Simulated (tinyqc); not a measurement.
# Threshold spread from leakage statistics

Inverse problem. VT is Gaussian with standard deviation s and Ioff goes as exp(-VT/(n Vt)), so Ioff is log-normal: mean/median = exp(w^2/2) with w = s/(n Vt). Find w, s, the relative standard deviation sqrt(exp(w^2) - 1) and the share of devices that leak more than the mean, erfc(w/(2 sqrt(2)))/2.

Values chosen for this exercise:
```
symbol,value,unit,meaning
T,325,K,temperature
n,1.31,,subthreshold factor
```

Constants: q = 1.602176634e-19 C, kB = 1.380649e-23 J/K, Vt = kB T/q. Results are converted to the units shown.

mean/median of the off current = 2.1593972

Solution. w = sqrt(2 ln(mean/median)); the mean lies w/2 standard deviations out in ln Ioff.

w = 1.241
s = 45.52 mV
relative standard deviation = 1.914
share above the mean = 26.75 %

Numbers from tinyqc (`OMP_NUM_THREADS=1 python tinyqc.py 2090064 2090065 out.jsonl`; about 0.01 s on one thread of a shared Intel Xeon 2.30GHz).
